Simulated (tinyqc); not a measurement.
What moves the results: mean-field antiferromagnet of the Hubbard model on the square lattice. A value that a table varies takes the place of the one given here.

e(k) = -2 t (cx + cy) - 4 t2 cx cy, ci = cos ki; one electron a site; Q = (pi, pi). <n_up - n_dn> = m cos(Q.R) gives Delta = U m/2 and bands E = e+ -/+ sqrt(e-^2 + Delta^2), e+- = (e(k) +- e(k + Q))/2 (the constant U/2 is dropped). Means run over the mesh k_i = 2 pi (j + 1/2)/N of the whole zone: mu from mean(f(E-) + f(E+)) = 1; m(out) = mean of Delta (f(E-) - f(E+))/sqrt(e-^2 + Delta^2); free energy per site F = -kT mean[ln(1 + exp(-(E- - mu)/kT)) + ln(1 + exp(-(E+ - mu)/kT))] + mu + U m^2/4. Order at T > 0 in two dimensions is an artefact of mean field.

Constants: kB = 8.617333262e-05 eV/K.

Values chosen for the exercise: t = 0.89 eV (nearest hopping); t2 = 0 eV (second hopping); T = 300 K; U = 4.17 eV (on-site repulsion).

## From weak to strong coupling

Mesh N = 48, start m = 0.9, at most 400 steps; U takes the listed multiples of t. The gap (negative: overlap) is read for that Delta on the unshifted mesh N = 64, which holds the band extrema.

Results:
```
U/t,m,Delta (eV),gap (eV),F - F(0) (meV),J = 4 t^2/U (meV)
1.5,0.253,0.169,0.337,-3.92,2373
2.0,0.376,0.335,0.669,-15.15,1780
3.0,0.566,0.756,1.511,-66.54,1187
4.0,0.691,1.229,2.459,-155.92,890
5.0,0.772,1.719,3.437,-276.02,712
6.0,0.827,2.209,4.418,-419.06,593
8.0,0.893,3.178,6.356,-751.20,445
12.0,0.948,5.064,10.128,-1513.56,297
20.0,0.981,8.727,17.453,-3182.39,178
```

What does this show, and why?

Every row has a moment above 0.02; a gap is open from U/t = 1.5 on. With t2 = 0 the Fermi surface is nested by Q, so at zero temperature and on an infinite mesh any U orders; at small U the finite mesh and kT = 0.029 t can suppress or reduce the moment. At U/t = 20 m has reached 0.981 and the gap is 0.98 U. Mean field leaves out spin fluctuations, which lower m (at large U to about 0.6 on the square and 0.85 on the simple cubic lattice) and the ordering temperature, which is zero in two dimensions.

## Order against temperature

Mesh N = 48, start m = 0.9, at most 400 steps; Delta(50 K) = 1.5641 eV.

Results:
```
T (K),kT/Delta(50 K),m,Delta (eV)
910,0.050,0.750,1.5641
2720,0.150,0.749,1.5616
4540,0.250,0.727,1.5159
6350,0.350,0.652,1.3596
7620,0.420,0.547,1.1410
8710,0.480,0.392,0.8174
9800,0.540,0.002,0.0037
10890,0.600,0.000,0.0000
12710,0.700,0.000,0.0000
```

How do the results move?

The moment is below 0.02 from 9800 K on (kT/Delta = 0.54); close to the transition 400 steps may not suffice, so a small m in the row before can be unconverged. Weak-coupling theory puts the transition at 0.567 and the atomic limit at 0.5. In two dimensions fluctuations forbid long-range order at any finite T, which mean field misses.

## Mesh

Start m = 0.9, at most 400 steps.

Results:
```
N,m,Delta (eV)
4,0.7685,1.6023
6,0.7505,1.5649
8,0.7504,1.5646
12,0.7502,1.5642
16,0.7502,1.5641
24,0.7502,1.5641
48,0.7502,1.5641
```

How do the results move?

m spans 0.7502 to 0.7685; it stays within 0.002 of the last value from N = 6 on. The level spacing across the Fermi surface, about 4 pi t/N, should fall below the larger of Delta = 1.564 eV and kT, a rough rule that asks for N above about 7.2.

## What moves the order

Mesh N = 48, start m = 0.9; the gap (negative: overlap) is read for that Delta on the unshifted mesh N = 64. Each row changes one parameter from the base and keeps the others.

Results:
```
case,m,Delta (eV),gap (eV)
base,0.7502,1.5641,3.1283
U = 4.587 eV,0.7823,1.7942,3.5884
t = 0.979 eV,0.7152,1.4912,2.9824
t2 = -0.045 eV,0.7502,1.5641,2.9483
T = 900 K,0.7502,1.5641,3.1283
```

What can be read from the table?

The largest shifts from the base row, up to three for each result and ties (the steps differ in size, so this ranks the rows, not the parameters). m: t -0.0350, U +0.0321; unchanged at the printed digits by t2 and T. Delta (eV): U +0.2301, t -0.0729; unchanged at the printed digits by t2 and T. gap (eV): U +0.4602, t2 -0.1800, t -0.1459; unchanged at the printed digits by T.

Computed by tinyqc, a small Python program: `OMP_NUM_THREADS=1 python tinyqc.py 1651067 1651068 out.jsonl` (the numbers bound the seed that draws the inputs); one thread of a shared host (Intel(R) Xeon(R) Processor @ 2.30GHz), about 0.2 s for the whole set of steps.
